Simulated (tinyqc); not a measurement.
Sublattice potential against complex hopping: Haldane model. Computed by the program tinyqc. 

Honeycomb lattice:
```
parameter      value
t1 (eV)     0.980000
t2 (eV)     0.160000
phi (rad)  -0.810000
```

H_AA = delta - 2 t2 sum cos(k.b + phi), H_BB = -delta - 2 t2 sum cos(k.b - phi), H_AB = -t1 (1 + exp(-i k.a1) + exp(-i k.a2)), b = a1, a2 - a1, -a2, m = 3 sqrt3 t2 sin(phi); the sign of the Chern number follows the orientation k1 then k2.

Gaps at the two valleys (eV) and Chern number of the lower band (12 x 12 mesh):
```
delta   gap 2|delta - m|  gap 2|delta + m|  Chern number
-1.084             0.964             3.372             0
-0.783             0.362             2.770             0
-0.361             0.482             1.926             1
0.000              1.204             1.204             1
0.241              1.686             0.722             1
0.452              2.108             0.300             1
0.753              2.710             0.302             0
1.204              3.612             1.204             0
```

Here |m| = 0.6022 eV. For |delta| < |m| the two valleys have masses of opposite sign and the Chern number is +/-1; one gap closes at |delta| = |m|, and beyond it the band is trivial.
